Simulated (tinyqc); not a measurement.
# Metal-interlayer-semiconductor contact, depinning against tunnelling resistance, step by step

Computed by the program tinyqc: `OMP_NUM_THREADS=1 python tinyqc.py 2270022 2270023 out.jsonl`, one thread of a shared Intel Xeon 2.30GHz, about 0.02 s for the whole run. Printed values are rounded.

Zero bias, n-type semiconductor. Gap states at the semiconductor surface thin out as exp(-be ti), which unpins the barrier; electrons must then cross the interlayer (a rectangular barrier, no voltage drop across it) and the parabolic depleted layer, both by WKB. Energies E are counted from the Fermi level; no image force, parabolic bands.

Values chosen for this exercise; semiconductor values close to those of gallium arsenide; interlayer mass of the order of that in hafnium oxide, offset chosen freely: temperature T = 400 K; band gap Eg = 1.37 eV; relative permittivity eps_r = 13; electron affinity chi = 3.95 eV; conduction-band density of states at T Nc = 6.77e17 cm^-3; tunnelling mass in the semiconductor mt = 0.0696 m0; Richardson mass mA = 0.0668 m0; donor density Nd = 4.8e18 cm^-3; charge-neutrality level above the valence band E0 = 0.49 eV; pinning factor without interlayer S0 = 0.1; metal work function phiM = 4.39 eV; interlayer thickness ti = 0.8 nm; conduction-band offset of the interlayer above the semiconductor dE = 1.56 eV; tunnelling mass in the interlayer mi = 0.2 m0; decay constant of gap states through the interlayer be = 5.1 1/nm.

Constants: q = 1.602176634e-19 C, kB = 1.380649e-23 J/K, eps0 = 8.8541878128e-12 F/m, hbar = 1.054571817e-34 J s, h = 6.62607015e-34 J s, m0 = 9.1093837015e-31 kg, Vt = kB T/q, hbar^2/(2 m0) = 0.0380998212 eV nm^2. Results are converted to the units shown.

## Pinning, barrier and scales

S = 1/(1 + (1/S0 - 1) exp(-be ti)); phiB = S (phiM - chi) + (1 - S)(Eg - E0); xi = Ec - EF deep inside, from Nd = Nc F(-xi/Vt), F(x) = (2/sqrt(pi)) int_0^infinity sqrt(u) du/(1 + exp(u - x)); band bending U = phiB - xi; E00 = (hbar/2) sqrt(Nd/(eps0 eps_r mt m0)) in volts; A = 4 pi q mA m0 kB^2/h^3.

S = 0.8679296
phiB = 0.4981110 eV
xi = -0.1468385 eV
U = 0.6449495 eV
E00 = 0.04276334 eV
A = 8.027572 A/(cm^2 K^2)

The interlayer moves the barrier from 0.836 eV to 0.498 eV; the unpinned limit is phiM - chi = 0.440 eV. E00/Vt = 1.24: by the usual rule of thumb (0.5 to 5) thermionic-field emission.

## Exponents and integrand on an energy grid

E, point 0 to 13 (eV): -0.14  -0.09308  -0.04615  0.00077  0.04769  0.09462  0.14154  0.18846  0.23538  0.28231  0.32923  0.37615  0.42308  0.47

With U = phiB - xi: for xi < E < phiB, y = (E - xi)/U and G1 = (U/E00) [sqrt(1 - y) - y ln((1 + sqrt(1 - y))/sqrt(y))], G1 = 0 above phiB; G2 = 2 ti sqrt(mi max(phiB + dE - E, 0)/C), C = hbar^2/(2 m0); f = 1/(1 + exp(E/Vt)); integrand exp(-G1 - G2) f.

```
point        G1        G2            f  integrand (1e-6)
0      14.52770  5.434985    0.9830698          0.002103
1      12.03353  5.376665    0.9370486          0.025740
2      10.13401  5.317694    0.7923043          0.154278
3       8.52340  5.258073    0.4944156          0.511533
4       7.11446  5.197769    0.2004397          0.901257
5       5.86495  5.136745   0.06036689          1.006518
6       4.75122  5.074999   0.01620243          0.875198
7       3.75799  5.012493  0.004204156          0.652692
8       2.87587  4.949198  0.001081117          0.432006
9       2.09940  4.885068  2.772874e-4          0.256812
10      1.42710  4.820100  7.109740e-5          0.137635
11      0.86092  4.754244  1.822681e-5          0.066386
12      0.40874  4.687448  4.671158e-6          0.028588
13      0.09231  4.619702  1.197458e-6          0.010761
```

## Contact resistivity

1/rho_c = (A T^2/Vt^2) I, with I the trapezoid sum of the integrand over the grid.

I = 2.371984e-7 eV
rho_c = 0.0038999 ohm cm^2

A fine grid from xi upwards gives rho_c = 0.003892 ohm cm^2; the coarse value is 0.21 % above it. The integrand peaks at E = 0.087 eV, and 0.083 % of the current flows above phiB. Tunnelling through the interlayer costs a factor of 164 at this barrier height; the bare contact (ti = 0) has rho_c = 0.0120 ohm cm^2, so with the interlayer rho_c is 68 % below that.
